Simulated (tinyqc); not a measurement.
Time-dependent dielectric breakdown: cell percolation, Weibull statistics, area scaling and voltage extrapolation: one step, computed by the program tinyqc. Command: `OMP_NUM_THREADS=1 python tinyqc.py 3003515 3003516 out.jsonl tddb walk`. One thread of a shared host (Intel(R) Xeon(R) Processor @ 2.30GHz), about 0.01 s of CPU time with the checks.

The oxide is divided into columns of area a^2, each holding m = t_ox/a cells (m is taken as continuous). A share lambda(t) = (t/t_1)^alpha of the cells is defective, and a column whose cells are all defective breaks down.

Problem. Weibull parameters from the cell model. Failure fraction F = 1 - (1 - lambda^m)^N with N = A/a^2 columns, which for small lambda^m is 1 - exp(-(t/t63)^beta) with beta = alpha m and t63 = t_1 N^(-1/beta); critical share lambda(t63) = N^(-1/m). 1 um^2 = 1e6 nm^2.

Inputs (values chosen for the exercise, for a model gate oxide):

| quantity | value | unit |
|---|---|---|
| oxide thickness t_ox | 2 | nm |
| defect cell size a | 1 | nm |
| exponent alpha of defect growth | 0.9 | - |
| time t_1 at which the occupied share would reach 1 | 3.1e+09 | s |
| test area A | 4000 | um^2 |

Give: cells per column m; columns N; Weibull slope beta; characteristic life t63; critical share of defective cells.

Solution.

cells per column m = 2

columns N = 4.00e+09

Weibull slope beta = 1.8

characteristic life t63 = 14351 s

critical share of defective cells = 1.581e-05

Times between F = 10 % and 90 % span a factor 5.55: the smaller beta = alpha m, the wider the scatter. Caution: t_1 is an input here; in a real oxide it changes with thickness at fixed voltage.
